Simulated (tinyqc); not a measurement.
Four-point probe, van der Pauw, Hall and spreading-resistance readings of a semiconductor layer. From voltage V back to layer thickness t. Computed by tinyqc, a small Python program. Command: `OMP_NUM_THREADS=1 python tinyqc.py 3110136 3110137 out.jsonl probe inv`. One thread of a shared host (Intel(R) Xeon(R) Processor @ 2.30GHz), about 0.01 s of CPU time with the checks.

The layer is uniform and ohmic; contacts are points unless a radius is given.

Inputs (values chosen for the exercise, modelled on p-type silicon):

| quantity | value | unit |
|---|---|---|
| carrier density n | 8.7e+16 | 1/cm^3 |
| drift mobility mu | 247 | cm^2/(V s) |
| probe spacing s | 0.635 | mm |
| current I | 0.2 | mA |

Backing of the layer: insulating.

Constants: e = 1.602176634e-19 C.

Method:
- rho = 1/(e n mu); R_s = rho/t.
- Collinear probes with equal spacing on a layer with insulating backing: images at depth 2 m t give V = (rho I/(2 pi s)) G, G = 1 + 4 sum_(m>=1) [1/sqrt(1 + (2 m u)^2) - 1/sqrt(4 + (2 m u)^2)], u = t/s; the sum runs to m = 20000, with the tail 3/(32 u^3 M^2) added to the sum for M = 20000.
- Limits: thick, rho = 2 pi s V/I; thin on an insulator, rho = (pi/ln 2) t V/I.

Task: A run gave the result below. Find the layer thickness t, known to lie between 380 and 640 micrometre.

voltage V = 0.2810844 mV

Result:

Each step takes the trial c = (a f_b - b f_a)/(f_b - f_a), f being the result less the target and a, b, c the logarithms of the listed values; c replaces end b, the old b replaces a if the sign of f changed, and otherwise f_a is halved.

Scan of the range:

| layer thickness t (micrometre) | voltage V (mV) |
|---|---|
| 380 | 0.340017 |
| 414 | 0.313608 |
| 452 | 0.289320 |
| 493 | 0.267924 |
| 538 | 0.248882 |
| 587 | 0.232211 |
| 640 | 0.217822 |

False position (Illinois rule, in the logarithm of the input) inside the bracket:

| step | end a | end b | trial | voltage V (mV) |
|---|---|---|---|---|
| 1 | 452.000 | 493.000 | 467.361 | 0.280784 |
| 2 | 452.000 | 467.361 | 466.301 | 0.281352 |
| 3 | 467.361 | 466.301 | 466.800 | 0.281084 |
| 4 | 466.301 | 466.800 | 466.800 | 0.281084 |

Voltage V falls at every point of a 13-point scan of the range (every second point is shown), so one value fits; it is bracketed by 452 and 493. Answer: layer thickness t = 466.8 micrometre.
